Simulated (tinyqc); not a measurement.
Worked calculation: size effects in the resistivity of thin metal films and interconnect lines. Computed by tinyqc, a small Python program that keeps every step. Command: `OMP_NUM_THREADS=1 python tinyqc.py 3023339 3023340 out.jsonl size walk`. One thread of a shared host (Intel(R) Xeon(R) Processor @ 2.30GHz), about 0.01 s of CPU time with the checks. Intermediate numbers are printed to about 6 digits and carried at full precision; extremes and crossings named in words are read from the listed rows.

Electrons lose their drift at surfaces (a share 1 - p of the hits) and at grain boundaries (reflection R), besides bulk scattering. The line sits in a trench with a non-conducting liner on both walls and the bottom; the spacing equals the drawn width.

Inputs (values chosen for the exercise, modelled on copper):

| quantity | value | unit |
|---|---|---|
| bulk resistivity rho_b | 1.67 | microohm cm |
| bulk mean free path lambda | 38.7 | nm |
| specularity p | 0 | - |
| grain-boundary reflection R | 0.25 | - |
| drawn line width w | 8.5 | nm |
| grain size over metal width | 1 | - |
| aspect ratio (height over width) | 2.5 | - |
| liner thickness t | 2.2 | nm |
| line length | 71 | micrometre |
| permittivity of the dielectric k | 3.7 | - |
| competitor: rho_b relative to this metal | 2.9 | - |
| competitor: lambda relative to this metal | 0.35 | - |
| competitor: liner relative to t | 0 | - |

Geometry: line.

Constants: eps_0 = 8.8541878128e-12 F/m.

## Metal cross-section

Metal width w_m = w - 2t, height h_m = (aspect ratio) w - t, grain size D = (ratio) w_m.

metal width w_m = 4.1 nm

metal height h_m = 19.05 nm

grain size D = 4.1 nm

share of the trench filled by metal = 43.2415 %

## Grain boundaries

Mayadas-Shatzkes: alpha = (lambda/D) R/(1 - R); rho_b/rho = 1 - 3 alpha/2 + 3 alpha^2 - 3 alpha^3 ln(1 + 1/alpha).

alpha = 3.14634

rho/rho_b from grains = 5.25234

The linear estimate 1 + 3 alpha/2 gives 5.720, 9 % high; at large alpha the slope is 4/3.

## Surfaces

Fuchs-Sondheimer film: rho_b/rho = 1 - (3/(2 kappa))(1 - p) int_0^1 (s - s^3)(1 - exp(-kappa/s))/(1 - p exp(-kappa/s)) ds, f = rho/rho_b, kappa = thickness/lambda, 80 Gauss-Legendre points. Line: the excess of a film of thickness w_m and of a film of thickness h_m are added, rho/rho_b = 1 + (f(w_m) - 1) + (f(h_m) - 1), an estimate that holds best when both sides exceed lambda.

kappa = w_m/lambda = 0.105943

f(w_m) = 4.60281

f(h_m) = 1.92977

rho/rho_b from surfaces = 5.53259

Caution: for lines much narrower than lambda adding the two film terms and the grain term underestimates the resistivity.

## Resistance and delay

Total: rho = rho_b [1 + surface excess + grain excess]; resistance per length rho/(w_m h_m); capacitance per length C = 2 k eps_0 (aspect ratio + 1/2), a parallel-plate estimate for two neighbours plus a fixed term for the planes above and below; delay 0.38 R C L^2; effective resistivity per drawn area.

resistivity rho = 16.3408 microohm cm

resistance per length = 2092.16 ohm/micrometre

capacitance per length = 0.196563 fF/micrometre

RC delay = 787.766 ps

effective resistivity per drawn area = 37.7897 microohm cm

Of the factor 22.63 over bulk, scattering gives 9.78 and the liner 2.31; within scattering, surfaces outweigh grain boundaries (4.25 against 4.53, grains first).

## A short-path metal as competitor

w_m = w - 2t, h_m = (aspect ratio) w - t, D = (ratio) w_m; rho = rho_b [1 + surface excess + grain excess]. Effective resistivity rho (aspect ratio) w^2/(w_m h_m) for the metal with its liner, for the same metal without liner, and for a competitor with its own rho_b, lambda and liner, and for that competitor with the liner t; p, R, aspect and grain ratios are the same.

Effective resistivity (microohm cm):

| w (nm) | this metal | without liner | competitor | competitor, liner t |
|---|---|---|---|---|
| 200 | 2.0700 | 2.0087 | 5.1814 | 5.3283 |
| 100 | 2.5250 | 2.3635 | 5.5253 | 5.8607 |
| 50 | 3.5884 | 3.0929 | 6.2321 | 7.0922 |
| 30 | 5.3267 | 4.0613 | 7.2040 | 9.1431 |
| 20 | 8.1424 | 5.2432 | 8.4388 | 12.5285 |
| 14 | 13.3139 | 6.7162 | 10.0281 | 18.7893 |
| 10 | 25.1035 | 8.6149 | 12.1249 | 32.9741 |
| 7 | 72.4325 | 11.3602 | 15.2052 | 88.6796 |

The competitor wins below a width between 20.0 and 14.0 nm. In narrow lines rho scales as rho_b lambda/w, and the product rho_b lambda of the competitor is 1.01 times this metal's. At the narrowest width the liner costs this metal a factor 6.38. With the same liner the competitor wins nowhere in the table; at the narrowest width the thinner liner lowers it from 88.7 to 15.2. Rows with w - 2t below lambda stretch the additive estimate. Metal widths below about 5 nm are outside this semiclassical model. Caution: below about 5 nm roughness, discontinuity and quantum confinement take over from this semiclassical model.

Checks made by the program: grain-boundary formula against its angular integral 3 int_0^1 c^3/(c + alpha) dc (relative difference below 1e-10).
